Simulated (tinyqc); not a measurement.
One-dimensional ballistic tunnel FET, two-band WKB: one step of the calculation.

A p-type source for x < 0 with its Fermi level at 0 and its valence edge at ds; in the channel the bands fall as D exp(-x/lam) towards their flat values, with the conduction edge at Ec = ds - dP and D = dP + Eg. The gate moves dP one to one. The drain Fermi level lies at -Vd and the drain side reflects nothing. For w = E - Ec between 0 and dP an electron crosses the gap. Two-band dispersion with equal masses m: inside the gap kappa = sqrt(m u (1 - u/Eg)/C), u the distance from a band edge, C = hbar^2/(2 m0).

Task. The path through the gap by the midpoint rule. At w = w0 the path runs from xa = lam ln(D/(w + Eg)) to xb = lam ln(D/w); u(x) = w + Eg - D exp(-x/lam) is the height above the valence edge. Cut it into nc equal cells: S = 2 (cell width) times the sum of kappa at the centres.

Parameters, values chosen for the exercise; band and dielectric values close to those of In0.53Ga0.47As: band gap Eg = 0.731 eV; band-edge mass of the two-band model m = 0.042 m0; screening length of the source junction lam = 4.5 nm; tunnelling window Ev(source) - Ec(channel) dP = 0.14 eV; energy above the channel conduction edge w0 = 0.049 eV; cells of the path nc = 10.

Constants: q = 1.602176634e-19 C, hbar = 1.054571817e-34 J s, m0 = 9.1093837015e-31 kg, hbar^2/(2 m0) = 0.0380998212 eV nm^2. Results are converted to the units shown.

Wanted: xa; xb; x; u; kappa; S.

Result.

xa = 0.4966 nm
xb = 12.95 nm
x, cell 0 to 9 (nm): [1.12, 2.36, 3.61, 4.86, 6.10, 7.35, 8.59, 9.84, 11.08, 12.33]
u, cell 0 to 9 (eV): [0.1008, 0.2650, 0.3895, 0.4839, 0.5555, 0.6098, 0.6509, 0.6821, 0.7058, 0.7237]
kappa, cell 0 to 9 (1/nm): [0.3095, 0.4315, 0.4479, 0.4246, 0.3834, 0.3339, 0.2804, 0.2242, 0.1638, 0.0891]
S = 7.692

Computed by the program tinyqc: `OMP_NUM_THREADS=1 python tinyqc.py 2620030 2620031 out.jsonl`, one thread of a shared Intel Xeon 2.30GHz, about 0.01 s for the whole run.
